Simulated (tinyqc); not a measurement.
RKS/BP86 in the 3-21g basis, for H2, spin multiplicity 1, step by step. One step of it, computed by the program tinyqc.

Task: Iteration 1: building the Kohn-Sham matrix. J_ij = sum D_kl (ij|kl); F = H + J + V_xc; E = tr D H + tr D J / 2 + E_xc + E_nn.

D at the start, lower triangle:
```
          1H 1s     1H 2s     2H 1s     2H 2s
1H 1s  0.043238
1H 2s  0.136443  0.430566
2H 1s  0.043238  0.136443  0.043238
2H 2s  0.136443  0.430566  0.136443  0.430566
```

core Hamiltonian H = T + V (hartree), lower triangle:
```
           1H 1s      1H 2s      2H 1s      2H 2s
1H 1s  -0.607757
1H 2s  -0.770983  -0.822772
2H 1s  -0.231397  -0.424037  -0.607757
2H 2s  -0.424037  -0.610931  -0.770983  -0.822772
```

Two-electron integrals (ij|kl) in chemists' order, unique and non-zero (hartree):
```
(11|11) 1.140145   (21|11) 0.611403   (21|21) 0.345152   (22|11) 0.626370
(22|21) 0.380329   (22|22) 0.482957   (31|11) 0.074845   (31|21) 0.044495
(31|22) 0.053191   (31|31) 0.009704   (32|11) 0.149804   (32|21) 0.094286
(32|22) 0.128997   (32|31) 0.022931   (32|32) 0.069916   (33|11) 0.435281
(33|21) 0.279390   (33|22) 0.404707   (33|31) 0.074845   (33|32) 0.265550
(33|33) 1.140145   (41|11) 0.265550   (41|21) 0.151253   (41|22) 0.169192
(41|31) 0.022931   (41|32) 0.049700   (41|33) 0.149804   (41|41) 0.069916
(42|11) 0.340552   (42|21) 0.209734   (42|22) 0.276157   (42|31) 0.037196
(42|32) 0.100880   (42|33) 0.340552   (42|41) 0.100880   (42|42) 0.184449
(43|11) 0.279390   (43|21) 0.178447   (43|22) 0.256117   (43|31) 0.044495
(43|32) 0.151253   (43|33) 0.611403   (43|41) 0.094286   (43|42) 0.209734
(43|43) 0.345152   (44|11) 0.404707   (44|21) 0.256117   (44|22) 0.364144
(44|31) 0.053191   (44|32) 0.169192   (44|33) 0.626370   (44|41) 0.128997
(44|42) 0.276157   (44|43) 0.380329   (44|44) 0.482957
```

nuclear repulsion = 0.43625491 hartree

V_xc (hartree), lower triangle:
```
           1H 1s      1H 2s      2H 1s      2H 2s
1H 1s  -0.470556
1H 2s  -0.267628  -0.303722
2H 1s  -0.044745  -0.124790  -0.470556
2H 2s  -0.124790  -0.202664  -0.267628  -0.303722
```

E_xc = sum of w rho eps_xc = -0.54433814 hartree

Give: Coulomb J; Kohn-Sham matrix F; total energy of this density.

Result:

Coulomb J (hartree), lower triangle:
```
       1H 1s  1H 2s  2H 1s  2H 2s
1H 1s  1.168
1H 2s  0.707  0.907
2H 1s  0.122  0.335  1.168
2H 2s  0.335  0.599  0.707  0.907
```

Kohn-Sham matrix F (hartree), lower triangle:
```
        1H 1s   1H 2s   2H 1s   2H 2s
1H 1s   0.090
1H 2s  -0.332  -0.220
2H 1s  -0.154  -0.214   0.090
2H 2s  -0.214  -0.215  -0.332  -0.220
```

total energy of this density = -1.07914 hartree
